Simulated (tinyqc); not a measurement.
Worked calculation: sp3 tight binding, zinc-blende lattice. One step of it, computed by the program tinyqc.

Question. Bloch Hamiltonian at k. Slater-Koster rules over the four bonds with direction cosines (l, m, n): ss V_ss; s-px l V_sp; px-s -l V_sp; px-px l^2 V_pps + (1 - l^2) V_ppp; px-py l m (V_pps - V_ppp); each times exp(i k.d).

Parameters chosen for this model: zinc-blende lattice, anion at 0, cation at a/4 (1,1,1); V = eta hbar^2 / (m d^2), hbar^2/m = 7.619964 eV angstrom^2:
```
parameter,value,unit
a,5.710000,angstrom
d,2.472503,angstrom
Es anion,-16.070000,eV
Ep anion,-8.210000,eV
Es cation,-13.700000,eV
Ep cation,-6.970000,eV
eta ss,-1.320000,
eta sp,1.420000,
eta pp sigma,2.220000,
eta pp pi,-0.630000,
V ss,-1.645331,eV
V sp,1.769978,eV
V pp sigma,2.767148,eV
V pp pi,-0.785272,eV
```

k point k (2 pi / a): 0.630000  -0.750000  -0.250000

Give: H(k) at k.

Answer.

H(k) at k (eV), lower triangle (Hermitian):
```
,a s,a px,a py,a pz,c s,c px,c py,c pz
a s,-16.0700
a px,0.0000,-8.2100
a py,0.0000,0.0000,-8.2100
a pz,0.0000,0.0000,0.0000,-8.2100
c s,-1.2775-1.9448i,0.7934+1.2079i,-0.5003-1.9155i,-2.9161-0.3287i,-13.7000
c px,-0.7934-1.2079i,0.3097+0.4715i,3.3791+0.3808i,0.5798+2.2196i,0.0000,-6.9700
c py,0.5003+1.9155i,3.3791+0.3808i,0.3097+0.4715i,-0.9194-1.3997i,0.0000,0.0000,-6.9700
c pz,2.9161+0.3287i,0.5798+2.2196i,-0.9194-1.3997i,0.3097+0.4715i,0.0000,0.0000,0.0000,-6.9700
```
